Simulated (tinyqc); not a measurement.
# Fully depleted semiconductor-on-insulator film with two gates, non-linear Poisson equation by Newton steps: two studies

One dimension across the film, front interface at x = 0, back interface at x = ts. psi is counted from the intrinsic level, n = ni exp(psi/Vt) (source grounded), holes neglected, acceptors ionised. Gates act through Cox = eps0 eox/tox and Cbox = 3.9 eps0/tb with potentials G1 = Vg - (phiM - chi - Vt ln(Nc/ni)) and G2 = Vb - (phiB - chi - Vt ln(Nc/ni)). Classical Boltzmann densities, no interface charge, no depletion in the back plane.

Values chosen for this exercise; band and dielectric values those of a made-up semiconductor:
```
symbol    value   unit                                                                 meaning
T           400      K                                                             temperature
Eg          1.4     eV                                                                band gap
eps_r      12.5                                                          relative permittivity
Nc       3.9e19  cm^-3                                  conduction-band density of states at T
Nv      5.22e19  cm^-3                                     valence-band density of states at T
chi        4.71     eV                                                       electron affinity
eox         3.9         relative permittivity of the gate insulator (close to silicon dioxide)
tox         1.2     nm                                                     insulator thickness
ts           19     nm                                                          film thickness
tb           40     nm                                      buried-oxide thickness (eps_r 3.9)
Na         1e15  cm^-3                                            acceptor density of the film
phiM       5.39     eV                                         work function of the front gate
phiB       5.76     eV                                         work function of the back plane
Vb          1.7      V                                                       back-gate voltage
```

Constants: q = 1.602176634e-19 C, kB = 1.380649e-23 J/K, Vt = kB T/q, eps0 = 8.8541878128e-14 F/cm where lengths are in cm. Results are converted to the units shown.

Each table varies one quantity; the others keep the values above.

## Charge against front-gate voltage

ni = sqrt(Nc Nv) exp(-Eg/(2 Vt)), Eg in volts. The Poisson equation eps0 eps_r d2psi/dx2 = q (n + Na), with -eps0 eps_r dpsi/dx = Cox (G1 - psi) at x = 0 and eps0 eps_r dpsi/dx = Cbox (G2 - psi) at x = ts, is solved on 300 equal intervals with half boxes at both ends; N_inv is the trapezoid sum of n. Swing = ln 10/(d ln N_inv/dVg); the last column is (dN_inv/dVb)/(dN_inv/dVg).

Charge against front-gate voltage:
columns A: Vg (V); B: psi front (V); C: psi back (V); D: N_inv (cm^-2); E: centroid/ts; F: swing (mV/decade); G: q dN_inv/dVg over Cox; H: back/front leverage
```
A           B      C        D      E       F        G       H
-0.03  0.0195  0.190   6.51e6  0.805    90.9  9.18e-6   0.145
0.12    0.166  0.318   2.92e8  0.786    90.8  4.12e-4   0.142
0.27    0.311  0.442  1.24e10  0.760    96.8   0.0164   0.137
0.42    0.448  0.530  2.06e11  0.685     179    0.148   0.117
0.57    0.560  0.558  8.72e11  0.494     309    0.362  0.0714
0.72    0.636  0.565  2.19e12  0.310     464    0.605  0.0463
0.87    0.684  0.567  4.03e12  0.209     691    0.749  0.0381
1.02    0.715  0.568  6.16e12  0.155     959    0.824  0.0348
1.17    0.738  0.568  8.45e12  0.123  1.25e3    0.867  0.0331
```

N_inv passes 1e11 cm^-2 at Vg = 0.371 V. The swing starts at 90.9 mV a decade, against (1 + k) Vt ln 10 = 81.4 for a front channel with k = Cs Cbox/(Cox (Cs + Cbox)) = 0.0261, Cs = eps0 eps_r/ts; above threshold this column is no longer a subthreshold swing. The centroid falls from 0.805 to 0.123 of ts and the leverage of the back gate falls from 0.145 to 0.0331. For Vg = 0.87, 1.02, 1.17 the density at an interface exceeds 0.3 Nc, where Boltzmann statistics fail. For Vg = 1.02, 1.17 the classical centroid lies within 3 nm of an interface, where confinement, left out, would push it away.

## Threshold and coupling against the back-gate voltage

VT is the Vg for N_inv = 1e11 cm^-2; -dVT/dVb from the linearised equation. Limits with Cs = eps0 eps_r/ts: front channel Cs Cbox/(Cox (Cs + Cbox)), back channel Cbox (Cox + Cs)/(Cox Cs). Swing at N_inv = 1e8 cm^-2.

The same in every row: front-channel limit = 0.0261; back-channel limit = 0.178.

Results:
```
Vb (V)  VT (V)  centroid/ts at VT  -dVT/dVb  swing (mV/decade)
-8       0.813             0.0296    0.0300               81.8
-6       0.752             0.0382    0.0312               81.9
-4       0.688             0.0536    0.0332               82.1
-2       0.617             0.0902    0.0380               82.5
0        0.526              0.255    0.0597               85.0
4       0.0210              0.921     0.164               92.6
6       -0.314              0.953     0.170               93.0
8       -0.656              0.966     0.172               93.1
```

Estimate the missing row, Vb = 2 V.

Computed row:
```
Vb (V)  VT (V)  centroid/ts at VT  -dVT/dVb  swing (mV/decade)
2        0.331              0.780     0.138               91.3
```

With this row back in the table: As Vb goes from -8 to 8, VT falls from 0.813 to -0.656 V, the centroid rises from 0.0296 to 0.966 of ts and -dVT/dVb rises from 0.0300 to 0.172. The coupling covers 2.58 % of the way from the front-channel to the back-channel limit in the first row and 96.1 % in the last. A positive back bias draws the electrons to the back interface, where the back gate has more leverage and the front gate less, so the swing worsens.

tinyqc, about 0.4 s, one thread, Intel Xeon 2.30GHz (shared host): `OMP_NUM_THREADS=1 python tinyqc.py 2190036 2190037 out.jsonl`
